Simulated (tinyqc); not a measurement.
Junction parameters from two forward currents.

Question. D(v) = J1 (exp(v/Vt) - 1) + J2 (exp(v/(2 Vt)) - 1). Find J1, J2 and the voltage 2 Vt ln(J2/J1) near which both parts are equal.

Inputs (values chosen for the exercise): temperature T = 330 K.

Constants: q = 1.602176634e-19 C, kB = 1.380649e-23 J/K, Vt = kB T/q. Results are converted to the units shown.

junction voltages (V): 0.34  0.67
currents (uA/um): 1.6327968e-5  0.025843014

Answer. The current is linear in J1 and J2, so two points give two equations.

J1 = 1.200e-12 uA/um
J2 = 4.100e-8 uA/um
crossover = 0.5937 V

Computed by the program tinyqc: `OMP_NUM_THREADS=1 python tinyqc.py 2182219 2182220 out.jsonl`, one thread of a shared Intel Xeon 2.30GHz, about 0.2 s for the whole run.
